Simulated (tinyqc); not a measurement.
Effective mass of the split-off band from tabulated energies: one step. The non-parabolic form. Three cases, with inputs chosen for the exercise.

Problem. E (1 + alpha E) = c k^2/m means that y = c k^2/E is a straight line in E with intercept m and slope m alpha. Fit the line by unweighted least squares over points 1 to 8, E in eV.

c = hbar^2/2m0. A uniform scatter of up to 0.1 meV has been added to mimic numerical noise.
Constants: hbar^2/2m0 = 3.80998211 eV angstrom^2.

Give: y; m; alpha.

Case 1.

Energies along [111], from the band edge downward:

| k (1/angstrom) | E (meV) |
|---|---|
| 0.0000000 | 0.000000 |
| 0.0170000 | 4.333100 |
| 0.0340000 | 17.440300 |
| 0.0510000 | 39.879500 |
| 0.0680000 | 72.224500 |
| 0.0850000 | 115.582800 |
| 0.1020000 | 170.701200 |
| 0.1190000 | 238.562100 |
| 0.1360000 | 319.777400 |

reference mass (curvature of the model at k = 0.0001 1/angstrom) = 0.2554983 m0

Solution.

y (m0): 0.25411  0.25254  0.24849  0.24392  0.23816  0.23221  0.22616  0.22037

m = 0.25285 m0
alpha = -0.432 1/eV

The intercept errs by -1.04 %. The scatter of the first points, divided by small energies, tilts an unweighted line. For this band the scale of alpha is set by Dso = 0.903 eV as well as by the gap.

Case 2.

Energies along [100], from the band edge downward:

| k (1/angstrom) | E (meV) |
|---|---|
| 0.0000000 | 0.000000 |
| 0.0055000 | 1.368900 |
| 0.0110000 | 5.390900 |
| 0.0165000 | 12.549900 |
| 0.0220000 | 22.655200 |
| 0.0275000 | 36.314300 |
| 0.0330000 | 53.898200 |
| 0.0385000 | 75.623600 |
| 0.0440000 | 101.752500 |

reference mass (curvature of the model at k = 0.0001 1/angstrom) = 0.0854261 m0

Solution.

y (m0): 0.08419  0.08552  0.08265  0.08140  0.07934  0.07698  0.07468  0.07249

m = 0.08457 m0
alpha = -1.503 1/eV

The intercept errs by -1.00 %. The scatter of the first points, divided by small energies, tilts an unweighted line. For this band the scale of alpha is set by Dso = 0.39 eV as well as by the gap.

Case 3.

Energies along [100], from the band edge downward:

| k (1/angstrom) | E (meV) |
|---|---|
| 0.0000000 | 0.000000 |
| 0.0110000 | 1.823100 |
| 0.0220000 | 7.173200 |
| 0.0330000 | 16.327500 |
| 0.0440000 | 29.322900 |
| 0.0550000 | 45.981400 |
| 0.0660000 | 66.683900 |
| 0.0770000 | 91.315800 |
| 0.0880000 | 120.208600 |

reference mass (curvature of the model at k = 0.0001 1/angstrom) = 0.2543876 m0

Solution.

y (m0): 0.25287  0.25707  0.25412  0.25155  0.25065  0.24888  0.24738  0.24544

m = 0.25491 m0
alpha = -0.324 1/eV

The intercept errs by +0.20 %. With this scatter so small an error is partly luck. For this band the scale of alpha is set by Dso = 0.9 eV as well as by the gap.

Computed by tinyqc, one run a case: `OMP_NUM_THREADS=1 python tinyqc.py N N+1 out.jsonl` with N = 1850075, 1850158, 1850790; one thread of a shared Intel(R) Xeon(R) Processor @ 2.30GHz, about 0.01 s a run at most.
